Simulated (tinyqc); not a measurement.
# Field length and prefactor from two substrate currents

Problem. For Em = (Vd - Vdsat)/l, Isub/Id = (Ai/Bi)(Vd - Vdsat) exp(-Bi l/(Vd - Vdsat)), and l = sqrt(3 tox xj). Find l, Ai and xj.

Parameters, values chosen for the exercise: oxide thickness tox = 6.6 nm; ionisation field Bi = 1.72 MV/cm.

Isub/Id at Vd - Vdsat = 2.1 and 2.8 V: 0.0534153568  0.185190433

Answer. ln[Isub/(Id (Vd - Vdsat))] is linear in 1/(Vd - Vdsat) with slope -Bi l.

l = 46.7 nm
Ai = 2.00e6 1/cm
xj = 110 nm

Program tinyqc, `OMP_NUM_THREADS=1 python tinyqc.py 2550023 2550024 out.jsonl`; Intel Xeon 2.30GHz, shared host, one thread, about 0.01 s.
